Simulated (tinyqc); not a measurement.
Static constant against the gap: interband optics of a two-band s-p chain from momentum matrix elements.

H(k) = [[Es - 2 ts cos ka, 2i V sin ka], [-2i V sin ka, Ep_ + 2 tp cos ka]] in the basis s, p; the lower band is full, with two electrons a cell. The velocity operator times hbar is W = dH/dk (eV angstrom); intra-atomic dipoles are left out.

With w(k) = |<c|W|v>|^2 and D(k) = Ec - Ev, on the mesh k_j = (j + 1/2)/N (2 pi/a): eps(E) = 1 + (8 pi e2/(a Ar)) mean_j (w/D^2) [1/(D - E - i eta) + 1/(D + E + i eta)], e2 = e^2/(4 pi eps0); light polarised along the chains, no local fields.

Constants: e^2/(4 pi eps0) = 14.39964547 eV angstrom; hbar^2/2m0 = 3.80998211 eV angstrom^2.

Inputs chosen for the exercise:
- a = 4.27 angstrom (period)
- Ep_ = -1.58 eV (lower orbital (p))
- ts = 0.56 eV (s-s hopping)
- tp = 0.69 eV (p-p hopping)
- V = 0.73 eV (s-p hopping)
- Ar = 9.9 angstrom^2 (cross-section per chain)

Es takes the values listed; mesh of 400 points; the Penn-type estimate is 1 + 8 pi c e2 n_eff/(a Ar Dm^2) with Dm the f-weighted mean of D, f = w/(c D), n_eff = 2 mean(f), c = hbar^2/2m0.

Results:
```
Es (eV),smallest D (eV),Dm (eV),n_eff,eps(0),estimate
3.37,2.450,4.840,2.061,6.463,3.870
3.67,2.750,5.147,1.943,5.204,3.392
4.17,3.250,5.657,1.773,3.867,2.807
4.67,3.750,6.166,1.631,3.057,2.399
5.67,4.750,7.178,1.406,2.179,1.890
6.67,5.750,8.188,1.236,1.745,1.601
8.67,7.750,10.200,0.995,1.358,1.312
```

eps(0) - 1 falls from 5.463 to 0.358, as Dm^-3.66; a fixed n_eff would give the power -2, and n_eff goes from 2.061 to 0.995. The single-gap estimate is low by 47.5 % of eps(0) - 1 in the first row and 12.8 % in the last, since 1/D^2 favours the smallest separations. n_eff need not equal the 2 electrons of the cell: a two-orbital basis with chosen hoppings does not obey the free-electron sum rule.

tinyqc: `OMP_NUM_THREADS=1 python tinyqc.py 1650284 1650285 out.jsonl`; about 0.02 s, one thread, shared Intel(R) Xeon(R) Processor @ 2.30GHz.
